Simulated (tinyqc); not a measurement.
Inside a calculation: dielectric confinement in a thin film (image charges). Values are carried at full precision from step to step, so a last printed digit may differ when a step is redone from the rounded ones.

A film |z| < t/2 of dielectric constant eps between half-spaces of dielectric constant e2; lam = (eps - e2)/(eps + e2), q = e^2/(4 pi eps0). The self-energy of a band edge is taken with the high-frequency value, e2 = eh, and the field of a fixed ion with the static one, e2 = eo. A charge at z has images lam^|n| at n t + (-1)^n z. Its self-energy is S(z) = (q/2 eps) sum over n >= 1 of lam^n [1/(n t - 2z) + 1/(n t + 2z)] for odd n and 2 lam^n/(n t) for even n; at the centre S(0) = -(q/(eps t)) ln(1 - lam).

Constants: e^2/(4 pi eps0) = 14.39964547 eV angstrom; hbar^2/2m0 = 3.80998211 eV angstrom^2; Ry = 13.60569312 eV.

Inputs chosen for the exercise (near those of a Si (100) film, two-fold valleys, between layers of HfO2; not measured data): t = 44 angstrom (film thickness); eps = 11.8 (dielectric constant of the film); eh = 4.2 (high-frequency dielectric constant outside); mz = 0.921 m0 (mass across the film); eo = 21.4 (static dielectric constant outside); m = 0.185 m0 (mass in the plane).

## Images for a charge at the centre

Give lam, the first five terms (q/eps) lam^n/(n t), their sum and the closed form.

lam = 0.4750

terms (meV): 13.17  3.13  0.99  0.35  0.13

sum of five = 17.78 meV
S(0) = 17.87 meV

The surroundings screen less than the film, so the images repel and each band edge moves outwards: the gap changes by about 2 S = +36 meV. The static value 21.4 would give S(0) = -7.0 meV.

## Self-energy across the film

S at 2z/t = 0, 0.2, 0.4, 0.6, 0.8 and 0.9, summed to n = 399.

Self-energy:

| 2z/t | z (angstrom) | S (meV) |
|---|---|---|
| 0.0 | 0.0 | 17.87 |
| 0.2 | 4.4 | 18.42 |
| 0.4 | 8.8 | 20.40 |
| 0.6 | 13.2 | 25.32 |
| 0.8 | 17.6 | 41.37 |
| 0.9 | 19.8 | 74.14 |

Towards the wall S diverges as (q lam/4 eps)/(distance), an artefact of the abrupt interface that the vanishing envelope makes harmless.

## Shift of the subband edge

First order: <S> over the envelope (2/t) cos^2(pi z/t), beside the confinement energy c (pi/t)^2/mz, c = hbar^2/2m0.

<S> = 20.77 meV
confinement energy = 21.09 meV

|<S>| is 0.98 times the confinement energy; the first goes as 1/t and the second as 1/t^2, so they are equal at t = 45 angstrom.

## Binding of a donor

Donor at the centre, lam from the static eo, trial function cos(pi z/t) exp(-rho/l): E(l) = c/(m l^2) - (q/eps) times the integral over k of F(k t) (1 + (k l/2)^2)^(-3/2), with F(x) = F0 + 2 lam exp(-x) G/(1 - lam exp(-x)), F0 = 2[(1 - exp(-x/2))/x + x (1 + exp(-x/2))/(x^2 + 4 pi^2)], G = 2 sinh(x/2)[1/x - x/(x^2 + 4 pi^2)]; c = hbar^2/2m0. The binding energy is -E at the minimum, counted from the subband edge with its self-energy.

Minimise over l with and without images (lam = 0); Ry* = Ry m/eps^2.

Donor:

| case | l (angstrom) | binding (meV) | in Ry* |
|---|---|---|---|
| no images | 29.2 | 38.1 | 2.11 |
| with images | 30.9 | 26.4 | 1.46 |

Ry* = 18.08 meV

The images change the binding by -11.7 meV, against -2 (q/(eps t)) ln(1 - lam) = -14.1 meV for an orbit much smaller than t. At 300 K the binding is 1.0 kB T.

## Checks

- S(0) from the series against the closed form, meV: both 17.87.
- F(2.3) for lam = 0.4750 from a direct sum over images against the closed form: both 0.8385.

tinyqc: `OMP_NUM_THREADS=1 python tinyqc.py 1280426 1280427 out.jsonl`; about 0.07 s, one thread, shared Intel(R) Xeon(R) Processor @ 2.30GHz.
